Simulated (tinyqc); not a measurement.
p-n diode with diffusion and depletion-layer recombination: effect of the temperature.

Abrupt junction in the depletion approximation, low injection, full ionisation, neutral widths fixed, ohmic contact on the p side. Vj is the junction voltage; where a series resistance Rs is given, V = Vj + J Rs is the terminal voltage.

Nc and Nv are given at 325 K and scale as (T/325 K)^1.5; Eg, mobilities and lifetimes are held fixed. ni = sqrt(Nc Nv) exp(-Eg/(2 Vt)), Eg in volts; D = mu Vt; Ln = sqrt(Dn tn), Lp = sqrt(Dp tp); J0n = q ni^2 Dn coth(wp/Ln)/(Ln Na); J0p = (q ni^2 Dp/(Lp Nd)) (s + tanh(wn/Lp))/(1 + s tanh(wn/Lp)), s = Sp Lp/Dp. J_diff = (J0n + J0p)(exp(Vj/Vt) - 1). Vbi = Vt ln(Na Nd/ni^2), W = sqrt(2 eps0 eps_r (Vbi - Vj)(1/Na + 1/Nd)/q), xp = W Nd/(Na + Nd), xn = W Na/(Na + Nd); u(x) = q Na (x + xp)^2/(2 eps0 eps_r) for x < 0 and Vbi - Vj - q Nd (xn - x)^2/(2 eps0 eps_r) for x > 0; p = Na exp(-u/Vt), n = Nd exp((u - Vbi + Vj)/Vt); U = ni^2 (exp(Vj/Vt) - 1)/(tp (n + ni exp(Et/Vt)) + tn (p + ni exp(-Et/Vt))); J_scr = q times the integral of U from -xp to xn. J = J_diff + J_scr.

Values chosen for this exercise; band and dielectric values close to those of silicon:
```
symbol,value,unit,meaning
Eg,1.14,eV,band gap
eps_r,11.9,,relative permittivity
Nc,3.11e19,cm^-3,conduction-band density of states at the reference temperature
Nv,3.03e19,cm^-3,valence-band density of states at the reference temperature
Na,3e16,cm^-3,acceptor density
Nd,3.3e15,cm^-3,donor density
mun,1000,cm^2/(V s),electron mobility in the p side
mup,480,cm^2/(V s),hole mobility in the n side
tn,2e-6,s,electron lifetime
tp,3e-6,s,hole lifetime
wp,0.26,um,neutral width of the p side
wn,60,um,neutral width of the n side
Sp,1e7,cm/s,recombination velocity at the n contact
Et,-0.05,eV,trap level above the intrinsic level
Vj,0.33,V,junction voltage at which recombination is evaluated
```

Constants: q = 1.602176634e-19 C, kB = 1.380649e-23 J/K, Vt = kB T/q, eps0 = 8.8541878128e-14 F/cm where lengths are in cm. Results are converted to the units shown.

Effect of the temperature:
```
T (K)  J0n (A/cm^2)  J0p (A/cm^2)  J_diff (A/cm^2)  J_scr (A/cm^2)  J_scr/J (%)   wn/Lp
220       8.730e-18     2.320e-19        3.251e-10        1.122e-9        77.54   1.148
260       1.774e-13     4.518e-15         4.534e-7        4.938e-8        9.821   1.056
300       2.779e-10     6.848e-12         9.959e-5        8.711e-7       0.8671  0.9834
340        8.211e-8      1.971e-9         0.006550        8.626e-6       0.1315  0.9237
380        7.697e-6      1.808e-7           0.1875        5.830e-5      0.03108  0.8738
```

What does the comparison show?

As T goes from 220 to 380, J0p rises from 2.32e-19 to 1.81e-7 A/cm^2, J_scr rises from 1.12e-9 to 5.83e-5 A/cm^2 and its share falls from 77.5 to 0.0311 %. Activation energies -d ln J/d(1/kB T) over the table: 0.908 eV for J_diff (compare Eg - Vj = 0.810 eV, raised by the power-law prefactors) and 0.489 eV for J_scr.

Numbers from tinyqc (`OMP_NUM_THREADS=1 python tinyqc.py 2260071 2260072 out.jsonl`; about 0.01 s on one thread of a shared Intel Xeon 2.30GHz).
